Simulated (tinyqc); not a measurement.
Landau-Devonshire theory of a uniaxial ferroelectric. Changing the applied field E. Computed by tinyqc, a small Python program. Command: `OMP_NUM_THREADS=1 python tinyqc.py 3004252 3004253 out.jsonl ferro sweep`. One thread of a shared host (Intel(R) Xeon(R) Processor @ 2.30GHz), about 0.01 s of CPU time with the checks.

G(P) = (alpha/2) P^2 + (beta*/4) P^4 + (gamma/6) P^6 - E P per volume, SI units, one domain, P along the polar axis, which is normal to the film.

Inputs (values chosen for the exercise, for a model ferroelectric):
```
quantity                         value         unit
alpha_0                         244000  J m/(C^2 K)
Curie-Weiss temperature T0         880            K
beta                         -5.42e+08    J m^5/C^4
gamma                          2.5e+09    J m^9/C^6
temperature T                      528            K
misfit strain u_m              -0.0039            -
electrostriction Q12            -0.049      m^4/C^2
compliance s11 + s12           5.2e-12        m^2/N
start of Newton steps P0/Ps          2            -
```

Sample: epitaxial film.

Constants: eps_0 = 8.8541878128e-12 F/m.

Method:
- alpha = alpha_0 (T - T0*), with clamping: T0* = T0 + 4 Q12 u_m/(alpha_0 (s11 + s12)), beta* = beta + 4 Q12^2/(s11 + s12).
- Ps^2 = [-beta* + sqrt(beta*^2 - 4 alpha gamma)]/(2 gamma).
- chi = 1/(eps_0 G''), G'' = alpha + 3 beta* P^2 + 5 gamma P^4 at Ps. Ps, chi and the coercive field are for perfect screening, without a depolarising field. The intrinsic coercive field is |alpha P + beta* P^3 + gamma P^5| at the P_c where G'' = 0. 1 C/m^2 = 100 microcoulomb/cm^2.
- Solve G'(P) = alpha P + beta* P^3 + gamma P^5 - E = 0 by P(new) = P - G'/G'' from P0; stop when the step is below 1e-11 C/m^2 (G' under 1e-6 MV/m is shown as 0).

One run for each value:
```
applied field E (MV/m)  P at the end of the steps (microcoulomb/cm^2)  1/(eps_0 G'') there
1.0                                                            37.672               196.61
1.9                                                            37.827               193.65
3.8                                                            38.148               187.75
7.3                                                            38.714               177.95
14.0                                                           39.722               162.27
27.0                                                           41.452               139.64
53.0                                                           44.307               111.02
100.0                                                          48.280                83.12
200.0                                                          54.276                56.33
```

What does the table show, and why?

Over the rows, P at the end of the steps (microcoulomb/cm^2) rises from 37.7 to 54.3 (exponent d ln y / d ln x 0.0064 between the first rows and 0.17 between the last); 1/(eps_0 G'') there falls from 197 to 56.3 (exponent d ln y / d ln x -0.024 between the first rows and -0.56 between the last). At the low end the exponent of 1/(eps_0 G'') there is -0.02, close to 0: the linear regime.

Caution (all rows): the strain shifts T0 by more than 500 K here, which is beyond the range where constant coefficients hold. Caution (all rows): far below T0* the expansion with linear alpha(T) is only a fit.
